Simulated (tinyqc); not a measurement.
Microkinetic model of low-temperature epitaxy from hydride gases: adsorption, hydrogen desorption and rate control: one step, computed by the program tinyqc. Command: `OMP_NUM_THREADS=1 python tinyqc.py 3013669 3013670 out.jsonl hepi walk`. One thread of a shared host (Intel(R) Xeon(R) Processor @ 2.30GHz), about 0.01 s of CPU time with the checks.

Each hydride molecule needs two free sites and leaves four hydrogen atoms, of which two leave at once as H2; theta is the hydrogen coverage, the site density is 6.78 per nm^2 and one layer is 1.358 angstrom thick.

Question. Coverage and growth rate. With k the hydride and k_H the hydrogen adsorption rate on free pairs and k_d the desorption rate, steady state: 2 (k + k_H)(1 - theta)^2 = k_d theta; growth rate R = k (1 - theta)^2 layers/s; 1 layer/s = 8.148 nm/min. With c = 2 (k + k_H)/k_d the free share is 1 - theta = 2/(1 + sqrt(1 + 4c)).

Inputs (values chosen for the exercise, close to those used for silane and germane on Si(001)): temperature T = 700 C.

Film: silicon-germanium. Order of hydrogen desorption: first.

k = 14.39159 1/s

k_H = 1.116882 1/s

k_d = 30.93611 1/s

Give: c; hydrogen coverage theta; growth rate R in layers; growth rate G.

Answer.

c = 1.003

hydrogen coverage theta = 0.3824

growth rate R in layers = 5.489 layers/s

growth rate G = 44.73 nm/min

Adsorption and desorption share control.
